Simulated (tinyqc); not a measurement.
Scaling with the misfit: strain-driven roughening and islands of a mismatched epitaxial film. Computed by tinyqc, a small Python program. Command: `OMP_NUM_THREADS=1 python tinyqc.py 3022729 3022730 out.jsonl island walk`. One thread of a shared host (Intel(R) Xeon(R) Processor @ 2.30GHz), about 0.01 s of CPU time with the checks.

Film and substrate share isotropic elastic constants; the film is coherent and biaxially strained.

Inputs (values chosen for the exercise, modelled on Ge on Si):
```
quantity                                      value       unit
misfit |f|                                   0.0406          -
shear modulus G                                51.7        GPa
Poisson ratio nu                               0.27          -
surface energy gamma                          0.954      J/m^2
contact angle of the shallow shape theta_1       10    degrees
contact angle of the steep shape theta_2       29.6    degrees
facet energy of shape 1 over gamma           0.9992          -
facet energy of shape 2 over gamma            1.054          -
surface mobility D_s nu_s Omega^2/(k_B T)   1.2e-35  m^6/(J s)
```

Transport: surface diffusion.

Constants: e = 1.602176634e-19 C.

Method:
- M = 2 G (1 + nu)/(1 - nu); stress = M f; energy density w = M f^2.
- A ripple A cos(k x) has the surface chemical potential per volume [gamma k^2 - 2 (1 + nu) w k] A cos(k x), so k_c = 2 (1 + nu) w/gamma. With surface diffusion the amplitude grows at the rate q = B k^2 [2 (1 + nu) w k - gamma k^2], fastest at k_m = (3/4) k_c. B is the surface mobility.
- Shallow faceted island (Tersoff form): E = 4 Gam V^(2/3) tan^(1/3)(theta) - 6 c V tan(theta), Gam = gamma [x/sin(theta) - 1/tan(theta)], x the facet energy over gamma, c = stress^2 (1 - nu)/(2 pi G).
- The barrier is the maximum of E, at V_c = [4 Gam/(9 c)]^3 / tan^2(theta) (1 GPa nm = 1 J/m^2).
- V_c = [4 Gam/(9 c)]^3/tan^2(theta), barrier = (4/3) Gam V_c^(2/3) tan^(1/3)(theta); the growth time is 1/q at k_m.

fastest wavelength = 10.6116 nm

growth time 1/q at k_m = 2.13202 s

critical volume, shape 1 = 0.810426 nm^3

barrier, shape 1 = 0.320738 eV

Misfit scaled at fixed constants:
```
|f| (%)  fastest wavelength (nm)  growth time (s)  V_c of shape 1 (nm^3)  barrier of shape 1 (eV)
1.015                     169.79       1.3972e+05             3.3195e+03               8.2109e+01
1.421                      86.63       9.4678e+03             4.4086e+02               2.1374e+01
2.030                      42.45       5.4580e+02             5.1867e+01               5.1318e+00
2.842                      21.66       3.6983e+01             6.8885e+00               1.3359e+00
4.060                      10.61       2.1320e+00             8.1043e-01               3.2074e-01
5.684                       5.41       1.4447e-01             1.0763e-01               8.3491e-02
```

Halving the misfit stretches the wavelength 4 times, the barrier 16 times, the volume 64 times and the time 256 times: f^(-2), f^(-4), f^(-6), f^(-8). Over these rows the time spans 6.0 decades: strongly mismatched films tend to roughen first, while dilute alloys have time to stay flat. Rows with wavelengths under 10 nm or volumes under 5 nm^3 are beyond the continuum picture. Caution: a wavelength of a few nanometres is at the limit of continuum theory, where steps and facets rule. Caution: a critical volume below 1 nm^3 holds fewer than a hundred atoms, so a continuum barrier there has no physical meaning.

Extremes, crossings and ranges named in words are read from the listed rows.
